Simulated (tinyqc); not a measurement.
From results back to parameters: electrons shared among three sets of ellipsoidal valleys. Two cases, with inputs chosen for the exercise.

Problem. An ellipsoidal valley with ml > mt has m_d = (ml mt^2)^(1/3) and 1/m_c = (1/ml + 2/mt)/3.
Find: K = ml/mt; ml; mt.

Method. m_d/m_c = K^(1/3) (2 + 1/K)/3 rises steadily for K > 1, so it fixes K; then mt = m_d/K^(1/3) and ml = K mt.

Case 1.

m_d = 0.318487 m0
m_c = 0.259184 m0

Solution.

K = ml/mt = 4.59
ml = 0.880 m0
mt = 0.1916 m0

Case 2.

m_d = 0.317469 m0
m_c = 0.194103 m0

Solution.

K = ml/mt = 13.21
ml = 1.774 m0
mt = 0.1343 m0

Computed by tinyqc, one run a case: `OMP_NUM_THREADS=1 python tinyqc.py N N+1 out.jsonl` with N = 1682122, 1682224; one thread of a shared Intel(R) Xeon(R) Processor @ 2.30GHz, about 0.02 s a run at most.
